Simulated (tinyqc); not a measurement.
# From one set of inputs to another, one input at a time

Model: precursor delivery by bubblers, mass-transport growth and the solid composition of a III-V alloy. Computed by tinyqc, a small Python program. Command: `OMP_NUM_THREADS=1 python tinyqc.py 3022648 3022649 out.jsonl movpe_thermo ladder`. One thread of a shared host (Intel(R) Xeon(R) Processor @ 2.30GHz), about 0.02 s of CPU time with the checks.

1 sccm = 44.615 micromol/min; 1 torr = 133.322 Pa. The sources decompose fully at the surface.

The inputs printed are set A. Set A is modelled on triethylgallium (source 1) and trimethylindium (source 2) for the vapour pressures; the values taken over come from a set modelled on trimethylgallium (source 1) and trimethylindium (source 2) for the vapour pressures. Inputs not listed in the table keep their values of set A, so the rows need not describe a real material.

Inputs (values chosen for the exercise, modelled on triethylgallium (source 1) and trimethylindium (source 2) for the vapour pressures):

| quantity | value | unit |
|---|---|---|
| bath temperature T1 | 295 | K |
| bath temperature T2 | 295 | K |
| bubbler pressure p_b | 760 | torr |
| carrier flow F1 | 21 | sccm |
| carrier flow F2 | 250 | sccm |
| total flow F_t | 6.2 | slm |
| group-V flow F_V | 40 | sccm |
| reactor pressure p | 40 | torr |
| growth temperature T | 830 | K |
| diffusivity at 273 K and 760 torr | 0.48 | cm^2/s |
| flow cross-section A | 31 | cm^2 |
| distance from the leading edge z | 13 | cm |
| lattice constant a | 5.8 | angstrom |
| interaction L0 of the solid | 8.93 | kJ/mol |
| vapour fraction x_v of D among the group-V sources | 0.13 | - |
| exchange energy dG_x of AC + (1/2) D2 -> AD + (1/2) C2 | 22 | kJ/mol |

Alloy: mixing on the group-V sites.

constants a, b of source 1 (log10 torr, K): 8.08  2162

constants a, b of source 2 (log10 torr, K): 10.49  3014

Constants: k_B = 1.380649e-23 J/K; R = 8.314462618 J/(mol K).

Method:
- log10 p_v = a - b/T_bath; molar flow = F x 44.615 x p_v/(p_b - p_v) for a saturated bubbler.
- p_i = p n_i/(44615 F_t), F_t in slm; p_V = p F_V/(1000 F_t), counted per molecule supplied; V/III = 44.615 F_V/(n1 + n2); vapour fraction of source 2 = n2/(n1 + n2).
- Mean velocity u = (F_t/A)(760/p)(T/273); D = D0 (T/273)^1.75 (760/p); boundary layer delta = sqrt(pi D z/u); flux = D dp/(delta k_B T); growth rate = flux x a^3/4.
- At high V/III the group-V pressures at the surface equal those supplied, as dimers: p_D2/p_C2 = x_v/(1 - x_v). Equilibrium of the solid AC(1-x)D(x), A standing for the mix of both group-III metals: ln[x/(1 - x)] + L0 (1 - 2x)/(R T) = -dG_x/(R T) + (1/2) ln[x_v/(1 - x_v)]. Growth rate = rate per torr x (p_1 + p_2). Sensitivity dx/dx_v = [1/(2 x_v (1 - x_v))]/[1/(x (1 - x)) - 2 L0/(R T)].

Each row keeps all changes above it:

| input moved | from | to | V/III ratio | solid fraction x | growth rate (micrometre/h) |
|---|---|---|---|---|---|
| set A | - | - | 51.59 | 0.00440 | 1.7730 |
| carrier flow F1 (sccm) | 21 | 7.8 | 59.11 | 0.00440 | 1.5474 |
| vapour fraction x_v of D among the group-V sources | 0.13 | 0.76 | 59.11 | 0.02080 | 1.5474 |
| carrier flow F2 (sccm) | 250 | 46 | 232.44 | 0.02080 | 0.3935 |
| interaction L0 of the solid (kJ/mol) | 8.93 | 4.61 | 232.44 | 0.03810 | 0.3935 |
| exchange energy dG_x of AC + (1/2) D2 -> AD + (1/2) C2 (kJ/mol) | 22 | 2.8 | 232.44 | 0.56352 | 0.3935 |
| growth temperature T (K) | 830 | 960 | 232.44 | 0.57837 | 0.4156 |
| total flow F_t (slm) | 6.2 | 7.9 | 232.44 | 0.57837 | 0.3682 |

Where does the difference come from?

V/III ratio goes from 51.6 to 232, a factor 4.51 in all. The largest single move comes from carrier flow F2 (a factor 3.93). Solid fraction x goes from 0.00440 to 0.578, a factor 131 in all. The largest single move comes from exchange energy dG_x of AC + (1/2) D2 -> AD + (1/2) C2 (a factor 14.8). Growth rate goes from 1.77 to 0.368, a factor 0.208 in all. The largest single move comes from carrier flow F2 (a factor 0.254). The single moves hold for this order of the switches; the total does not depend on the order.

Caution (all rows): the boundary layer is a quarter or more of the root of the cross-section, so it fills much of the channel and depletion along the flow matters.

Extremes, crossings and ranges named in words are read from the listed rows.
